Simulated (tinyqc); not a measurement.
Tight binding, dimerised chain, step by step. One step of it, computed by the program tinyqc.

Question. Levels at k. Diagonalise the Hermitian matrix.

H(k) at k (eV):
```
                     A                    B
A             0.000000  -0.598093+0.800927i
B  -0.598093-0.800927i             0.000000
```

Give: eigenvalues; weights |c|^2 of the basis functions.

Answer.

eigenvalues (eV): -0.9996  0.9996

weights |c|^2 of the basis functions:
```
   band 1  band 2
A  0.5000  0.5000
B  0.5000  0.5000
```
